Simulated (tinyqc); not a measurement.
Five-level k.p model folded onto the conduction band: one step. Exact folding onto c. Four cases, with inputs chosen for the exercise.

Task: Solve E = H_cc + S(E), S(E) = sum_j H_cj^2/(E - H_jj), from E = H_cc, by plain substitution and by Newton steps on E - H_cc - S(E). The weight of c in the state is Z = 1/(1 - dS/dE). The exact level is the third eigenvalue of H from below.

Case 1.

H (eV), lower triangle:
```
               c  lh          so      G8 up      G7 up
c      1.5150000
lh     0.3064680   0
so     0.2167056   0  -0.8650000
G8 up  0.1348868   0           0  5.5900000
G7 up  0.0953794   0           0          0  5.2700000
```

Case 2.

H (eV), lower triangle:
```
               c  lh          so      G8 up      G7 up
c      0.7990125
lh     0.2975737   0
so     0.2104163   0  -0.7380000
G8 up  0.1405381   0           0  3.4200000
G7 up  0.0993754   0           0          0  3.0800000
```

Case 3.

H (eV), lower triangle:
```
               c  lh          so      G8 up      G7 up
c      0.2236190
lh     0.0759327   0
so     0.0536925   0  -0.7640000
G8 up  0.0167152   0           0  3.4000000
G7 up  0.0118194   0           0          0  3.0800000
```

Case 4.

H (eV), lower triangle:
```
               c  lh          so      G8 up      G7 up
c      1.7279115
lh     0.5415378   0
so     0.3829251   0  -0.9090000
G8 up  0.1641600   0           0  5.5900000
G7 up  0.1160787   0           0          0  5.2800000
```

Give: Iterates (eV); exact level; Z.

Result:

Case 1.

Iterates (eV):
```
step  substitution   Newton
0          1.51500  1.51500
1          1.58984  1.58621
2          1.58619  1.58635
3          1.58636  1.58635
4          1.58635  1.58635
5          1.58635  1.58635
6          1.58635  1.58635
7          1.58635  1.58635
```

exact level = 1.58635 eV
Z = 0.9552

Substitution multiplies the error by about dS/dE = 1 - 1/Z = -0.047 a step, so it alternates; after 7 steps it is off by 3.7e-11 eV, while Newton is within 1e-5 eV from step 2 on.

Case 2.

Iterates (eV):
```
step  substitution   Newton
0          0.79901  0.79901
1          0.92678  0.90894
2          0.90865  0.91068
3          0.91094  0.91068
4          0.91065  0.91068
5          0.91068  0.91068
6          0.91068  0.91068
7          0.91068  0.91068
```

exact level = 0.91068 eV
Z = 0.8863

Substitution multiplies the error by about dS/dE = 1 - 1/Z = -0.128 a step, so it alternates; after 7 steps it is off by 7.1e-08 eV, while Newton is within 1e-5 eV from step 2 on.

Case 3.

Iterates (eV):
```
step  substitution   Newton
0          0.22362  0.22362
1          0.25219  0.24916
2          0.24918  0.24944
3          0.24947  0.24944
4          0.24944  0.24944
5          0.24944  0.24944
6          0.24944  0.24944
7          0.24944  0.24944
```

exact level = 0.24944 eV
Z = 0.9128

Substitution multiplies the error by about dS/dE = 1 - 1/Z = -0.096 a step, so it alternates; after 7 steps it is off by 2.1e-09 eV, while Newton is within 1e-5 eV from step 2 on.

Case 4.

Iterates (eV):
```
step  substitution   Newton
0          1.72791  1.72791
1          1.94247  1.91911
2          1.91888  1.92103
3          1.92124  1.92103
4          1.92101  1.92103
5          1.92103  1.92103
6          1.92103  1.92103
7          1.92103  1.92103
```

exact level = 1.92103 eV
Z = 0.9083

Substitution multiplies the error by about dS/dE = 1 - 1/Z = -0.101 a step, so it alternates; after 7 steps it is off by 2.3e-08 eV, while Newton is within 1e-5 eV from step 2 on.

Computed by tinyqc, one run a case: `OMP_NUM_THREADS=1 python tinyqc.py N N+1 out.jsonl` with N = 1050645, 1050737, 1050906, 1050926; one thread of a shared Intel(R) Xeon(R) Processor @ 2.30GHz, about 0.01 s a run at most.
